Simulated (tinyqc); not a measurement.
# From one set of inputs to another, one input at a time

Model: surface photovoltage measurement of the minority-carrier diffusion length in a wafer. Computed by tinyqc, a small Python program. Command: `OMP_NUM_THREADS=1 python tinyqc.py 3130058 3130059 out.jsonl spv ladder`. One thread of a shared host (Intel(R) Xeon(R) Processor @ 2.30GHz), about 0.02 s of CPU time with the checks.

Low injection, steady light, a depletion layer much thinner than 1/alpha and L. The excess density dn is taken at the front edge of the neutral region; light that reaches the back is lost.

The inputs printed are set A. Inputs not listed in the table keep their values of set A, so the rows need not describe a real material.

Inputs (values chosen for the exercise, modelled on p-type silicon at room temperature): diffusion length L = 16 micrometre; wafer thickness W = 300 micrometre; diffusivity D = 25.6 cm^2/s; front recombination velocity S_f = 1700 cm/s; back recombination velocity S_b = 9500 cm/s; photon flux entering = 1.9e+13 1/(cm^2 s); minority density at the surface barrier scale n_0 = 8.1e+08 1/cm^3; temperature T = 298 K; wavelength = 824 nm; relative noise of each reading = 0.2 %; diffusion length after pair splitting over L = 0.42; iron factor C = 1.05e+16 micrometre^2/cm^3.

normal deviates g for the noise: [-0.79, -1.06, 0.80, -1.77, -0.83, -1.78, 1.50]

Constants: k_B = 8.617333262e-05 eV/K.

Method:
- alpha = (84.732/lambda - 76.417)^2 per cm with lambda in micrometre (an empirical fit for silicon between 0.7 and 1.05 micrometre).
- Thick wafer: dn = Phi L/((S_f + D/L)(L + 1/alpha)). Finite wafer, with s = S_b L/D, w = W/L, a = alpha L: dn = [Phi a/(a^2 - 1)] [a - B - exp(-alpha W)(a - s)/(cosh w + s sinh w)]/(S_f + B D/L), B = (sinh w + s cosh w)/(cosh w + s sinh w).
- Photovoltage V = (k_B T/e) ln(1 + dn/n_0). Lifetime = L^2/D.
- Readings y = (Phi/dn) (1 + noise x g) at 780, 830, 880, 920, 950, 975 and 995 nm; a least-squares line y = c (1/alpha + L_app) gives L_app = intercept/slope.
- Splitting iron-boron pairs in boron-doped silicon shortens L; with nothing else changing, [Fe] = C (1/L_after^2 - 1/L^2). It is evaluated with the true lengths and with the apparent ones (without noise), which differ when the wafer is not thick against L.

Each row keeps all changes above it:
```
input moved                                 from      to  apparent length L_app (micrometre)  photovoltage V (mV)  [Fe] from the apparent lengths (1/cm^3)
set A                                          -       -                               15.82                13.61                                1.915e+14
diffusivity D (cm^2/s)                      25.6    25.1                               15.82                13.80                                1.915e+14
photon flux entering (1/(cm^2 s))        1.9e+13   3e+13                               15.82                19.34                                1.915e+14
back recombination velocity S_b (cm/s)      9500  650000                               15.82                19.34                                1.915e+14
wavelength (nm)                              824     801                               15.82                20.65                                1.915e+14
diffusion length L (micrometre)               16      37                               36.71                37.60                                3.581e+13
front recombination velocity S_f (cm/s)     1700   41000                               36.71                11.91                                3.581e+13
```

Apparent length L_app goes from 15.8 to 36.7, a factor 2.32 in all. The largest single move comes from diffusion length L (a factor 2.32). Photovoltage V goes from 13.6 to 11.9, a factor 0.875 in all. The largest single move comes from front recombination velocity S_f (a factor 0.317), and diffusion length L works against it (a factor 1.82). [Fe] from the apparent lengths goes from 1.91e14 to 3.58e13, a factor 0.187 in all. The largest single move comes from diffusion length L (a factor 0.187). The single moves hold for this order of the switches; the total does not depend on the order.

Caution (all rows): dn is not small against n_0, so V is not linear in the flux; the constant-flux reading then needs dn, not V.

Extremes, crossings and ranges named in words are read from the listed rows.
